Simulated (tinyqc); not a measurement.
Comparisons within one model: donor near an oxide interface in a gate field (two-state model). A value that a table varies takes the place of the one given here.

Interface at z = 0 (hard wall), donor at z = d, field F pulling electrons to the interface: potential e F z; 1 kV/cm = 1e-5 eV/angstrom, c = hbar^2/2m0, q = e^2/(4 pi eps0), Q = (eps - eo)/(eps + eo). Donor state: E_D = e F d - ED - q Q/(4 eps d), the last term joining the images of ion and electron. Interface state: z exp(-b z/2) exp(-rho^2/(2 L^2)) with E_z = c b^2/(4 mz) + 3 e F/b + q Q b/(8 eps), minimised over b; in the plane at z = 3/b the ion (distance D = d - 3/b) and its image (D' = d + 3/b) give E_rho = c/(mt L^2) - (q/eps)(sqrt(pi)/L)[erfcx(D/L) + Q erfcx(D'/L)], erfcx(x) = exp(x^2) erfc(x), minimised over L. E_I = E_z + E_rho.

The two states couple by t = t0 exp(-D/aD) with t0 = q/(eps aD) (2 aD/L) sqrt(aD b/2) v, v a valley factor; this form is an estimate. With detuning u = E_D - E_I the splitting is sqrt(u^2 + 4 t^2) and the lower state has weight (1 - u/sqrt(u^2 + 4 t^2))/2 on the donor.

Constants: hbar^2/2m0 = 3.80998211 eV angstrom^2; e^2/(4 pi eps0) = 14.39964547 eV angstrom.

Values chosen for the exercise (near those of a donor in Si below HfO2, static dielectric constants; the results hold for these values, not for the real material):
```
symbol  value                                                     unit      meaning
d       170                                                       angstrom  depth of the donor
ED      46.2                                                      meV       bulk binding energy
mz      0.904                                                     m0        mass across the interface
mt      0.193                                                     m0        mass in the plane
eps     11.5                                                                dielectric constant of the semiconductor
eo      22                                                                  dielectric constant of the oxide
aD      14.1                                                      angstrom  donor radius
v       0.45                                                                valley factor
Fl      (33.228, 33.232, 33.233, 33.234, 33.234, 33.235, 33.239)  kV/cm     fields
dl      (65, 90, 120, 155, 200, 250)                              angstrom  depths
```

## Sweeping the field

Both levels, the splitting, the donor weight and the mean depth w d + (1 - w) 3/b.

Results:
```
F (kV/cm)  E_D (meV)  E_I (meV)  splitting (meV)  donor weight  mean depth (angstrom)
33.228        10.865     10.872          0.00746         0.996                  169.5
33.232        10.872     10.874          0.00223         0.959                  164.5
33.233        10.873     10.874          0.00113         0.812                  144.6
33.234        10.875     10.874          0.00109         0.208                   62.8
33.234        10.875     10.874          0.00109         0.208                   62.8
33.235        10.877     10.875          0.00216         0.043                   40.6
33.239        10.883     10.876          0.00739         0.004                   35.2
```

E_D rises by 1.70 and E_I by 0.36 meV per kV/cm, so they cross once, near 33.2 kV/cm, where the splitting is 2t = 0.000882 meV. The donor weight passes from 0.85 to 0.15 while the detuning goes from -2t to 2t, a window of 0.0013 kV/cm or 0.004 % of the field; across the table the charge moves by 134 angstrom.

## Depth of the donor

Critical field, and the coupling, E_rho and L at that field.

Results:
```
d (angstrom)  critical field (kV/cm)  e F d/ED  t (meV)  E_rho (meV)  L (angstrom)
65                             108.2     1.523     0.87       -10.64            67
90                              71.1     1.385     0.14        -7.86            85
120                             50.0     1.299    0.016        -5.99           105
155                             37.0     1.241   0.0013        -4.69           127
200                             27.6     1.195  5.2e-05        -3.67           153
250                             21.5     1.162  1.5e-06        -2.96           180
```

The critical field falls from 108 to 21 kV/cm, with exponent -1.20 in d, while t drops by a factor 5.8e+05, about e for each 14 angstrom at the end (aD = 14.1). One lattice plane (1.36 angstrom) of misplacement changes t by 9 % and the critical field by about 1.4 % at 120 angstrom.

## What each parameter does

Critical field (E_D = E_I), and t and L there. Each row changes one parameter from the base and keeps the others.

Results:
```
case                critical field (kV/cm)   t (meV)  L (angstrom)
base                                  33.2  0.000441         135.6
d = 160 angstrom                      35.6  0.000900         129.7
ED = 52.2 meV                         37.7  0.000407         136.6
aD = 15.5 angstrom                    33.2   0.00110         135.6
mz = 0.768 m0                         34.2  0.000502         133.9
mt = 0.222 m0                         33.1  0.000467         128.1
eo = 33                               32.0  0.000379         143.3
eps = 12.2                            33.8  0.000417         137.7
```

The largest shifts from the base row, up to three for each result and ties (the steps differ in size, so this ranks the rows, not the parameters). critical field (kV/cm): ED +4.4, d +2.4, eo -1.3; unchanged at the printed digits by aD. t (meV): aD +0.000659, d +0.000459, eo -6.15e-05. L (angstrom): eo +7.7, mt -7.4, d -5.9; unchanged at the printed digits by aD.

(tinyqc, `OMP_NUM_THREADS=1 python tinyqc.py 1281483 1281484 out.jsonl`, Intel(R) Xeon(R) Processor @ 2.30GHz, 1 thread, shared host, about 0.04 s.)
